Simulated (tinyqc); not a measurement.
FinFET, parasitic resistance, capacitance and delay: two steps of the calculation.

Nf fins under one contact; each has gated perimeter p = 2 Hf + Wf and cross-section A = Hf Wf; contact width Wc = Nf pf, stack height Hs = Hf. Contact length Lc = CPP - Lg - 2 Lsp, shared by two neighbouring gates. Source and drain sides are equal. The formulas are first-order estimates, not field solutions.

Parameters, values chosen for the exercise; values close to those of silicon logic devices: temperature T = 300 K; fin height Hf = 35 nm; fin width Wf = 5 nm; gate length Lg = 18 nm; inversion capacitance Cinv = 3 uF/cm^2; injection velocity vx = 1.3e7 cm/s; apparent mobility mu = 140 cm^2/(V s); threshold at zero drain voltage VT = 0.27 V; barrier lowering dl = 0.039 V/V; subthreshold factor n = 1.18; supply voltage Vdd = 0.8 V.

Constants: q = 1.602176634e-19 C, kB = 1.380649e-23 J/K, Vt = kB T/q. Results are converted to the units shown.

Task 1. Fin currents at Vgs = Vdd, Vds = Vdd/2. One fin: I = p Q vx u/(1 + |u|^1.8)^(1/1.8), Q = Cinv n Vt ln(1 + exp((Vg' - VT + dl Vd')/(n Vt))), u = Vd' mu/(vx Lg), Vg' = Vgs - v, Vd' = Vds - 2 v, with the drop on each side v = Rc (sum of I) + Rx I. I(new) = I(out).

I at the start (uA): fin 1 0, fin 2 0, fin 3 0, fin 4 0
Rc = 162.72770 ohm
Rx = 180.57143 ohm

Find: drop v; I(out); I after iteration 1.

Result 1.

drop v (mV): fin 1 0, fin 2 0, fin 3 0, fin 4 0
I(out) (uA): fin 1 143.69, fin 2 143.69, fin 3 143.69, fin 4 143.69
I after iteration 1 (uA): fin 1 143.69, fin 2 143.69, fin 3 143.69, fin 4 143.69

Task 2. Effective current, delay and energy. Ieff = (IH + IL)/2, delay CL Vdd/(2 Ieff), energy CL Vdd^2, with CL the load of an inverter that drives an equal one.

IH = I(Vdd, Vdd/2) = 412.66271 uA
IL = I(Vdd/2, Vdd), solved likewise = 145.50207 uA
CL = 1063.8784 aF

Give: Ieff; delay; energy.

Result 2.

Ieff = 279.08 uA
delay = 1.5248 ps
energy = 680.88 aJ

Program tinyqc, `OMP_NUM_THREADS=1 python tinyqc.py 2170072 2170073 out.jsonl`; Intel Xeon 2.30GHz, shared host, one thread, about 0.04 s.
